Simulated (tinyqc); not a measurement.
Deformation-potential model of the Delta valleys of a conduction band, step by step. Values are carried at full precision from step to step, so a last printed digit may differ when a step is redone from the rounded ones.

s11 = (C11 + C12)/((C11 - C12)(C11 + 2 C12)), s12 = -C12/((C11 - C12)(C11 + 2 C12)), s44 = 1/C44; exx = s11 sxx + s12 (syy + szz) and cyclic, exy = s44 sxy/2; tension is positive. A uniaxial stress X along the unit vector n is s_ij = X n_i n_j. Biaxial (001) means sxx = syy = X.

Constants: kB = 8.617333262e-05 eV/K; hbar^2/2m0 = 3.80998211 eV angstrom^2.

Parameters, chosen for this exercise (near those of Si; the results hold for these values, not for the real material):
```
symbol  value          unit  meaning
C11     166.4          GPa
C12     64.2           GPa
C44     79.4           GPa
load    biaxial (001)        kind of stress
X       1.82           GPa   stress
Xd      1.07           eV    dilation potential
Xu      9.03           eV    uniaxial potential
T       77             K     temperature
ml      0.943          m0    longitudinal mass
mt      0.197          m0    transverse mass
```

## Strain from a biaxial (001) stress

Form the compliances and the strain.

s11, s12, s44 (1/TPa): [7.6539, -2.1309, 12.5945]

strain tensor, rows x, y, z and columns alike:
$$\begin{pmatrix}
0.010052 & 0.000000 & 0.000000 \\
0.000000 & 0.010052 & 0.000000 \\
0.000000 & 0.000000 & -0.007756
\end{pmatrix}$$

## Valley shifts

Valleys with axes along x, y and z, each a pair at +k and -k. Herring-Vogt shift of a valley with unit axis a: dE = Xd tr(e) + Xu a.e.a. Non-degenerate shares n_i = exp(-dE_i/kT)/sum_j exp(-dE_j/kT). Inverse mass tensor of a valley: (1 - a a)/mt + a a/ml; the masses are taken as independent of strain.

Apply the Herring-Vogt formula to each valley.

Xd tr(e) = 13.21 meV

a.e.a: x 0.010052, y 0.010052, z -0.007756

shifts dE (meV): x 103.98, y 103.98, z -56.83

The lowest valley is z, 160.8 meV below the highest; the mean shift over all valleys is (Xd + Xu/3) tr(e) = 50.38 meV.

## Shares of the electrons

Boltzmann factors of the shifts.

kT = 6.635 meV

shares: x 0.0000, y 0.0000, z 1.0000

effective number of valley axes, 1/(largest share) = 1.000

## Conductivity mass tensor

With one scattering time for all valleys the conductivity goes as M = sum_i n_i (inverse mass tensor of valley i); along the unit vector u, 1/m_c = u.M.u. Without stress 1/m_c = (1/ml + 2/mt)/3. Take u along [1-10].

M (1/m0), rows x, y, z and columns alike:
$$\begin{pmatrix}
5.076 & 0.000 & 0.000 \\
0.000 & 5.076 & 0.000 \\
0.000 & 0.000 & 1.060
\end{pmatrix}$$

m_c along [1-10] = 0.1970 m0
m_c without stress = 0.2676 m0

The repopulation alone changes the mobility along [1-10] by +35.8 %; with all electrons in the valleys lightest or heaviest along this direction it would change by +36 or -18 %.

## Effective density of states

Each of the 6 whole valleys has m_d = (ml mt^2)^(1/3) and N = 2 (m_d kT/(4 pi c))^(3/2), c = hbar^2/2m0. Counted from the lowest edge, Nc = N x 2 x sum_i exp(-(dE_i - dE_min)/kT). 1 angstrom^-3 = 1e24 cm^-3.

m_d = 0.3320 m0
N of one valley = 6.242e+17 cm^-3
Nc under stress = 1.248e+18 cm^-3
Nc without stress = 3.745e+18 cm^-3

## Piezoresistance from repopulation

For small stress d(rho)/rho = pi X. For valleys on the cube axes pi11 = -(2/3) Xu (s11 - s12)/kT x (K - 1)/(2K + 1), pi12 = -pi11/2, pi44 = 0, K = ml/mt. For stress along [110]: pi_l = (pi11 + pi12 + pi44)/2 with the current along it and pi_t = (pi11 + pi12 - pi44)/2 with the current along [1-10]. 1/GPa = 100 x 1e-11/Pa.

K = 4.787

pi11, pi12, pi44 (1e-11/Pa): [-317.9, 159.0, 0.0]

pi_l, pi_t for [110] (1e-11/Pa): [-79.5, -79.5]

Only the transfer between valleys is counted; changes of mass and of intervalley scattering add to it in a real crystal.

## Checks

- Conductivity mass at zero stress against 3/(1/ml + 2/mt): both 0.2675530.
- Piezoresistance coefficients by finite differences against the closed form: largest difference 7.4e-07.

Program tinyqc; command `OMP_NUM_THREADS=1 python tinyqc.py 1081589 1081590 out.jsonl`; about 0.03 s on one thread of a shared Intel(R) Xeon(R) Processor @ 2.30GHz.
